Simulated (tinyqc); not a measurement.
Threshold-voltage variability of a planar MOSFET, analytic estimates: one step of the calculation.

Three independent sources add in quadrature: random dopants in the depleted layer, metal-gate grains of two orientations, and roughness of the two gate edges acting through the roll-off VT = VT(long) - Vr exp(-L/l). These are first-order estimates: no three-dimensional electrostatics, no percolation.

Problem. Metal grains and edge roughness. Grains: Ng = L W/G^2 (at least 1), s2 = dW sqrt(p (1 - p)/Ng). Edges, with exponential correlation and u = W/La: the mean gate length has sL^2 = 2 De^2 (2/u)[1 - (1 - exp(-u))/u]; s3 = sL (Vr/l) exp(-L/l).

Parameters, values chosen for the exercise; material values close to those of silicon:
- L = 90 nm (gate length)
- W = 140 nm (gate width)
- G = 7 nm (metal grain size)
- dW = 0.1 eV (work-function difference of the two grain orientations)
- p = 0.4 (share of the orientation of higher work function)
- De = 0.7 nm (rms roughness of one gate edge)
- La = 30 nm (correlation length of the roughness)
- l = 26 nm (decay length of the threshold roll-off)
- Vr = 2.8 V (prefactor of the roll-off)

Wanted: Ng; s2; sL; dVT/dL; s3.

Solution.

Ng = 257.14
s2 = 3.0551 mV
sL = 0.57519 nm
dVT/dL = 3.3795 mV/nm
s3 = 1.9439 mV

tinyqc, about 0.01 s, one thread, Intel Xeon 2.30GHz (shared host): `OMP_NUM_THREADS=1 python tinyqc.py 2090162 2090163 out.jsonl`
